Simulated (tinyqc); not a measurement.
# Hexagonal on-chip spiral inductor, lumped pi model: effects of single changes

Outer diameter do = di + 2 n wd + 2 (n - 1) sp, mean da = (do + di)/2, fill p = (do - di)/(do + di), length l = 3.464 n da. L = 2.33 mu0 n^2 da/(1 + 3.82 p), mu0 = 4 pi 1e-7 H/m. Rs = rho l/(wd delta (1 - exp(-th/delta))), delta = sqrt(rho/(pi f mu0)). Cs = n wd^2 eps0 eo/hu across the coil. At each end Cox = l wd eps0 eo/(2 ho) leads to the substrate branch Rsi = 2 rs he/(l wd) in parallel with Csi = l wd eps0 11.7/(2 he). With one end grounded Y = 1/(Rs + i w L) + i w Cs + 1/[1/(i w Cox) + 1/(1/Rsi + i w Csi)], w = 2 pi f; Q = -Im Y/Re Y. Eddy currents in neighbouring turns and in the substrate are left out.

Values chosen for this exercise; values of the order met in silicon radio-frequency processes:
- n = 1.5 (number of turns)
- wd = 8 um (line width)
- sp = 1.5 um (space between turns)
- di = 80 um (inner diameter)
- th = 0.9 um (metal thickness)
- rho = 2.2 uohm cm (metal resistivity)
- ho = 3.6 um (oxide below the coil)
- hu = 1 um (oxide between coil and underpass)
- eo = 4.1 (relative permittivity of the oxide)
- rs = 10 ohm cm (substrate resistivity)
- he = 50 um (effective spreading depth in the substrate)
- f = 2.2 GHz (frequency)

Constants: eps0 = 8.8541878128e-12 F/m. Results are converted to the units shown.

Each table varies one quantity; the others keep the values above.

## Quality factor against frequency

Apparent inductance Im(1/Y)/w; share of the loss Re(substrate branch)/Re Y.

Results:
```
f (GHz)	Rs (ohm)	w L/Rs	Q	apparent inductance (nH)	loss in the substrate (%)
1.6	1.8561	2.1700	2.1664	0.40077	0.076369
2.6	1.9713	3.3202	3.3041	0.40102	0.31122
4.3	2.1306	5.0806	5.0080	0.40157	1.0935
7	2.3380	7.5368	7.2563	0.40289	3.0495
11	2.5947	10.672	9.7818	0.40599	6.9638
19	3.0204	15.835	12.680	0.41671	16.527
31	3.5509	21.977	13.535	0.44628	31.164
82	5.2501	39.317	3.4270	1.3445	68.279
```

Estimate the missing row, f = 50 GHz.

Computed row:
```
f (GHz)	Rs (ohm)	w L/Rs	Q	apparent inductance (nH)	loss in the substrate (%)
50	4.2571	29.566	10.856	0.54548	49.642
```

With this row back in the table: Q goes from 2.17 through a maximum of 13.5 (at f = 31 GHz among the rows listed) to 3.43; the exact peak is 13.6 at 28.2 GHz and Q reaches zero at the self-resonance, 96.3 GHz. The share of the substrate rises from 0.0764 to 68.3 %, and the apparent inductance ends at 3.36 times L. At the peak the substrate takes 27.9 % of the loss. For f = 50, 82 the coil is longer than 0.15 of a wavelength in the oxide, where one lumped section is rough.

## Effect of the substrate resistivity

Same model as above.

Peak Q and its frequency from a search over f; self-resonance where Im Y = 0; Q at the given f (negative beyond resonance).

The same in every row: L (nH) = 0.4006; do (um) = 105.5.

Result of one run:
```
rs (ohm cm)	peak Q	f of the peak (GHz)	self-resonance (GHz)	Q at f
30	17.43	37.20	96.40	2.866
```

What becomes of these results when the substrate resistivity rs is changed from 30 to 3 ohm cm, all else the same?

Result of the changed run:
```
rs (ohm cm)	peak Q	f of the peak (GHz)	self-resonance (GHz)	Q at f
3	9.694	16.76	95.48	2.864
```

The whole series:
```
rs (ohm cm)	peak Q	f of the peak (GHz)	self-resonance (GHz)	Q at f
0.1	12.45	19.42	53.24	2.867
1	9.471	13.46	88.31	2.866
3	9.694	16.76	95.48	2.864
10	13.60	28.23	96.33	2.863
30	17.43	37.20	96.40	2.866
100	20.06	42.97	96.41	2.869
1000	21.53	46.06	96.41	2.871
10000	21.70	46.40	96.41	2.871
```

As rs goes from 0.1 to 10000, L stays at 0.401 nH, the peak Q goes from 12.5 through a minimum of 9.47 (at rs = 1 among the rows listed) to 21.7, its frequency goes from 19.4 through a minimum of 13.5 (at rs = 1 among the rows listed) to 46.4 GHz and the self-resonance rises from 53.2 to 96.4 GHz. In this model both a very low and a very high resistivity dissipate little: the first shorts the branch to a pure Cox, the second blocks the current. For rs = 0.1, 1 eddy currents in the substrate, left out, would lower Q markedly.

Computed by the program tinyqc: `OMP_NUM_THREADS=1 python tinyqc.py 2302003 2302004 out.jsonl`, one thread of a shared Intel Xeon 2.30GHz, about 0.01 s for the whole run.
